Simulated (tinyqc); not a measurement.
Short-channel transistor, virtual-source model with series resistance: one step of the calculation.

The current per gate width is the charge at the top of the source barrier (the virtual source) times its velocity times a saturation function; al and be are fitting constants of the model. Units: I in uA/um, Rs in ohm um, so I Rs = 1e-6 I Rs in volts; Q in uC/cm^2, so I = 1e-4 Q vx0 Fsat with vx0 in cm/s.

Question. Current through the series resistance. Intrinsic voltages Vg' = Vgs - I Rs, Vd' = Vds - 2 I Rs. n = n0 + nd Vd', VT = VT0 - dl Vd', Ff = 1/(1 + exp((Vg' - VT + al Vt/2)/(al Vt))), Q = Cinv n Vt ln(1 + exp((Vg' - VT + al Vt Ff)/(n Vt))), Vdsat = (vx0 L/mu)(1 - Ff) + Vt Ff, Fsat = u/(1 + u^be)^(1/be) with u = Vd'/Vdsat, and I(out) = Q vx0 Fsat per width. (Fsat takes the sign of u.) Newton step: I(new) = I + (I(out) - I)/(1 - s), s = dI(out)/dI by a central difference with +/- 0.001 uA/um.

Inputs (values chosen for the exercise): temperature T = 325 K; inversion capacitance Cinv = 1.93 uF/cm^2; velocity at the virtual source vx0 = 1.11e7 cm/s; apparent mobility mu = 370 cm^2/(V s); channel length L = 16 nm; threshold at zero drain voltage VT0 = 0.5 V; drain-induced barrier lowering dl = 0.175 V/V; subthreshold factor n0 = 1.54; growth of n with drain voltage nd = 0.05 1/V; threshold shift (in units of Vt) from weak to strong inversion al = 3.5; sharpness of saturation be = 1.8; series resistance of each contact Rs = 200 ohm um; gate voltage Vgs = 1.2 V; drain voltage Vds = 1.2 V.

Constants: q = 1.602176634e-19 C, kB = 1.380649e-23 J/K, Vt = kB T/q. Results are converted to the units shown.

I at the start = 0 uA/um

Wanted: Vg'; Vd'; VT; Ff; Q; Vdsat; Fsat; I(out); s; I after iteration 1.

Answer.

Vg' = 1.2000 V
Vd' = 1.2000 V
VT = 0.29000 V
Ff = 5.6365e-5
Q = 1.7563 uC/cm^2
Vdsat = 0.047999 V
Fsat = 0.99831
I(out) = 1946.2 uA/um
s = -0.57938
I after iteration 1 = 1232.3 uA/um

tinyqc, about 0.01 s, one thread, Intel Xeon 2.30GHz (shared host): `OMP_NUM_THREADS=1 python tinyqc.py 2380095 2380096 out.jsonl`
